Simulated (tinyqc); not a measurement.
Octagonal on-chip spiral inductor, lumped pi model: one step of the calculation.

Outer diameter do = di + 2 n wd + 2 (n - 1) sp, mean da = (do + di)/2, fill p = (do - di)/(do + di), length l = 3.314 n da. L = 2.25 mu0 n^2 da/(1 + 3.55 p), mu0 = 4 pi 1e-7 H/m. Rs = rho l/(wd delta (1 - exp(-th/delta))), delta = sqrt(rho/(pi f mu0)). Cs = n wd^2 eps0 eo/hu across the coil. At each end Cox = l wd eps0 eo/(2 ho) leads to the substrate branch Rsi = 2 rs he/(l wd) in parallel with Csi = l wd eps0 11.7/(2 he). With one end grounded Y = 1/(Rs + i w L) + i w Cs + 1/[1/(i w Cox) + 1/(1/Rsi + i w Csi)], w = 2 pi f; Q = -Im Y/Re Y. Eddy currents in neighbouring turns and in the substrate are left out.

Problem. Admittance, quality factor and apparent inductance. Series branch 1/(Rs + i w L), substrate branch, total Y, Q = -Im Y/Re Y, apparent inductance Im(1/Y)/w, metal-only value w L/Rs, share of the loss in the substrate Re(substrate branch)/Re Y.

Values chosen for this exercise:
- f = 1 GHz (frequency)

L = 4.0364359 nH
Rs = 8.5718076 ohm
Cs = 4.3031353 fF
Cox = 30.443564 fF
Rsi = 1668.0495 ohm
Csi = 12.420974 fF

Wanted: series branch; substrate branch; Y; Q; apparent inductance; w L/Rs; share of the loss in the substrate.

Solution.

series branch = 11.960-35.387i mS
substrate branch = 0.05078+0.16847i mS
Y = 12.011-35.192i mS
Q = 2.9299
apparent inductance = 4.0507 nH
w L/Rs = 2.9587
share of the loss in the substrate = 0.42280 %

Q is 99.0 % of the metal-only value.

Program tinyqc, `OMP_NUM_THREADS=1 python tinyqc.py 2302052 2302053 out.jsonl`; Intel Xeon 2.30GHz, shared host, one thread, about 0.01 s.
